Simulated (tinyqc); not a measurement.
## Charge needed for a dipole step

Two sheets of opposite charge dd apart with permittivity ei give the step D = q N dd/(eps0 ei).

Parameters, values chosen for the exercise:
- ei = 7.8 (relative permittivity inside the dipole layer)
- dd = 0.22 nm (thickness of the dipole layer)

Constants: q = 1.602176634e-19 C, eps0 = 8.8541878128e-14 F/cm where lengths are in cm. Results are converted to the units shown.

Result of one run:

| D (V) | field (MV/cm) | moment (debye/nm^2, 1 D = 3.33564e-30 C m) |
|---|---|---|
| 0.005104 | 0.2320 | 0.1057 |

Which charge in each sheet N gave this result: 1e12, 6.8e12, 4.5e13 or 1.1e14 cm^-2?

N = 1e12 cm^-2.

The whole series:

| N (cm^-2) | D (V) | field (MV/cm) | moment (debye/nm^2, 1 D = 3.33564e-30 C m) |
|---|---|---|---|
| 1e12 | 0.005104 | 0.2320 | 0.1057 |
| 2.7e12 | 0.01378 | 0.6264 | 0.2853 |
| 6.8e12 | 0.03471 | 1.578 | 0.7186 |
| 1.7e13 | 0.08676 | 3.944 | 1.796 |
| 4.5e13 | 0.2297 | 10.44 | 4.755 |
| 1.1e14 | 0.5614 | 25.52 | 11.62 |
| 2.9e14 | 1.480 | 67.28 | 30.64 |

D is proportional to N, 0.1 V for 1.96e13 cm^-2. The same sheet as an uncompensated charge under 1 nm of a dielectric of permittivity 3.9 would shift the flat band by 0.909 V, and that shift would grow with thickness, which a dipole step does not. For N = 1.1e14, 2.9e14 the field exceeds 20 MV/cm; it acts over one bond length, where the sheet picture is only a bookkeeping device.

tinyqc, about 0.01 s, one thread, Intel Xeon 2.30GHz (shared host): `OMP_NUM_THREADS=1 python tinyqc.py 2410065 2410066 out.jsonl`
